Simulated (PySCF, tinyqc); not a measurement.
Inside a calculation. Method: CIS on RHF in the sto-6g basis, for H3-, spin multiplicity 1. The basis has no diffuse functions, so it cannot describe the extra electron: this is an exercise in the method, not the real anion. The lowest restricted solution is unstable here: a spin-polarised one lies 0.0956 hartree lower (PySCF). Computed by tinyqc, a small Python program that keeps every step (integrals from PySCF). Settings: charge = -1, multiplicity = 1, basis = sto-6g, method = RHF, energy threshold = 1e-10, iteration cap = 67, orthogonalisation = symmetric, start = Wolfsberg-Helmholz matrix, DIIS depth = 6. Command: `OMP_NUM_THREADS=1 python tinyqc.py 31479 31480 out.jsonl` (the two numbers bound the seeds that draw the settings). One thread of a shared host (Intel(R) Xeon(R) Processor @ 2.60GHz), about 0.03 s of CPU time with the checks. The early iterations of the SCF are left out here.

## One-electron integrals

Geometry (angstrom):
```
atom         x         y         z
H     0.000000  0.000000  0.000000
H     0.000000  0.000000  0.912000
H     0.000000  0.869000  0.456000
```

Basis sto-6g: exponents (1/bohr^2) and contraction coefficients of normalised primitives:
```
element  l (shell)   exponent  coefficient
H            s (1)  35.523221     0.009164
H            s (1)   6.513144     0.049361
H            s (1)   1.822143     0.168538
H            s (1)   0.625955     0.370563
H            s (1)   0.243077     0.416492
H            s (1)   0.100112     0.130334
```

Overlap, kinetic and nuclear-attraction integrals over the contracted functions; the nuclear repulsion is the sum of Za Zb / Rab.

nuclear repulsion = 1.65867848 hartree

overlap S, order 1H 1s, 2H 1s, 3H 1s:
$$\begin{pmatrix}
1.000000 & 0.549819 & 0.507743 \\
0.549819 & 1.000000 & 0.507743 \\
0.507743 & 0.507743 & 1.000000
\end{pmatrix}$$

kinetic energy T (hartree), order 1H 1s, 2H 1s, 3H 1s:
$$\begin{pmatrix}
0.768522 & 0.146531 & 0.118550 \\
0.146531 & 0.768522 & 0.118550 \\
0.118550 & 0.118550 & 0.768522
\end{pmatrix}$$

nuclear attraction V (hartree), order 1H 1s, 2H 1s, 3H 1s:
$$\begin{pmatrix}
-2.315783 & -1.222911 & -1.114799 \\
-1.222911 & -2.315783 & -1.114799 \\
-1.114799 & -1.114799 & -2.282214
\end{pmatrix}$$

core Hamiltonian H = T + V (hartree), order 1H 1s, 2H 1s, 3H 1s:
$$\begin{pmatrix}
-1.547261 & -1.076380 & -0.996249 \\
-1.076380 & -1.547261 & -0.996249 \\
-0.996249 & -0.996249 & -1.513692
\end{pmatrix}$$

## Two-electron integrals

Functions are numbered as in S; the eight-fold symmetry (ij|kl) = (ji|kl) = (kl|ij) leaves the list below.

Two-electron integrals (ij|kl) in chemists' order, unique and non-zero (hartree):
```
(11|11) 0.774999   (21|11) 0.351836   (21|21) 0.197795   (22|11) 0.507601
(22|21) 0.351836   (22|22) 0.774999   (31|11) 0.318123   (31|21) 0.163472
(31|22) 0.263146   (31|31) 0.165773   (32|11) 0.263146   (32|21) 0.163472
(32|22) 0.318123   (32|31) 0.151713   (32|32) 0.165773   (33|11) 0.484137
(33|21) 0.276427   (33|22) 0.484137   (33|31) 0.318123   (33|32) 0.318123
(33|33) 0.774999
```

## Orthogonalisation

S = U s U^T; symmetric (Loewdin) form X = U s^(-1/2) U^T, so that X^T S X = 1.

eigenvalues of S: [0.450181, 0.506027, 2.043792]

X, order 1H 1s, 2H 1s, 3H 1s:
$$\begin{pmatrix}
1.208389 & -0.282023 & -0.233200 \\
-0.282023 & 1.208389 & -0.233200 \\
-0.233200 & -0.233200 & 1.178891
\end{pmatrix}$$

## Iteration 2 (converged): orbitals

converged F (hartree), order 1H 1s, 2H 1s, 3H 1s:
$$\begin{pmatrix}
0.096773 & -0.316735 & -0.174653 \\
-0.316735 & 0.096773 & -0.174653 \\
-0.174653 & -0.174653 & 0.186780
\end{pmatrix}$$

Diagonalise F' = X^T F X, C = X C', fill 2 alpha and 2 beta electrons from the bottom; D = 2 C_occ C_occ^T. Each column has its largest component positive (the first on a tie).

F' = X^T F X (hartree):
$$\begin{pmatrix}
0.450505 & -0.468032 & -0.213563 \\
-0.468032 & 0.450505 & -0.213563 \\
-0.213563 & -0.213563 & 0.427721
\end{pmatrix}$$

orbital energies (hartree): MO1 -0.170109, MO2 0.580303, MO3 0.918537

coefficients C, order 1H 1s, 2H 1s, 3H 1s:
$$\begin{pmatrix}
0.479509 & -0.503518 & 1.053881 \\
0.479509 & -0.503518 & -1.053881 \\
0.237226 & 1.200946 & 0.000000
\end{pmatrix}$$

D after iteration 2, order 1H 1s, 2H 1s, 3H 1s:
$$\begin{pmatrix}
0.966918 & 0.966918 & -0.981891 \\
0.966918 & 0.966918 & -0.981891 \\
-0.981891 & -0.981891 & 2.997096
\end{pmatrix}$$

## Convergence

Stop when the energy changes by less than 1e-10 hartree and every element of the error matrix X^T (F D S - S D F) X is below 3e-06.

Course of the cycle:
```
iteration  E (hartree)    change  largest element of the error matrix
1          -0.77989644         -                             1.36e-15
2          -0.77989644  8.88e-16                             4.60e-16
```

PySCF RHF in the same basis = -0.77989644 hartree

Converged in 2 iterations.

## Integrals over molecular orbitals

(pq|rs) = sum C_ip C_jq C_kr C_ls (ij|kl), one index at a time.

one-electron integrals over orbitals h = C^T H C (hartree):
$$\begin{pmatrix}
-1.744989 & -0.073744 & 0.000000 \\
-0.073744 & -1.103780 & 0.000000 \\
0.000000 & 0.000000 & -1.045982
\end{pmatrix}$$

Two-electron integrals over orbitals (pq|rs), unique and non-zero (hartree):
```
(11|11) 0.607258    (21|11) -0.036821   (21|21) 0.110781    (22|11) 0.539202
(22|21) 0.110565    (22|22) 0.716461    (31|31) 0.166114    (32|31) -0.078775
(32|32) 0.047940    (33|11) 0.607530    (33|21) -0.086425   (33|22) 0.481757
(33|33) 0.668216
```

## CIS matrix, singlets

A(ia,jb) = (e_a - e_i) d_ij d_ab + 2 (ia|jb) - (ij|ab).

CIS matrix A, singlet (hartree), order 1>3, 2>3:
$$\begin{pmatrix}
0.813344 & -0.071126 \\
-0.071126 & -0.047641
\end{pmatrix}$$

## CIS singlet states

dipole integrals <i|r|a> (bohr), order 1>3, 2>3:
$$\begin{pmatrix}
0.000000 & 0.000000 & -0.980314 \\
0.000000 & 0.000000 & 0.360773
\end{pmatrix}$$

Diagonalise A (1 hartree = 27.211386 eV); each vector has its largest component positive (the first on a tie). The transition dipole is mu = sqrt2 sum c_ia <i|r|a>.

singlet excitation energies (eV): [-1.455199, 22.291014]

lowest vectors, order 1>3, 2>3:
$$\begin{pmatrix}
0.081779 & 0.996651 \\
0.996651 & -0.081779
\end{pmatrix}$$

oscillator strengths 2/3 w |mu|^2: [-0.005566, 1.106559]

A negative triplet energy shows that the restricted solution is unstable towards a spin-polarised one.

## CIS matrix, triplets

A(ia,jb) = (e_a - e_i) d_ij d_ab - (ij|ab).

CIS matrix A, triplet (hartree), order 1>3, 2>3:
$$\begin{pmatrix}
0.481116 & 0.086425 \\
0.086425 & -0.143522
\end{pmatrix}$$

## CIS triplet states

Diagonalise A (1 hartree = 27.211386 eV); each vector has its largest component positive (the first on a tie).

triplet excitation energies (eV): [-4.224827, 13.411229]

lowest vectors, order 1>3, 2>3:
$$\begin{pmatrix}
-0.134573 & 0.990904 \\
0.990904 & 0.134573
\end{pmatrix}$$

A negative triplet energy shows that the restricted solution is unstable towards a spin-polarised one.
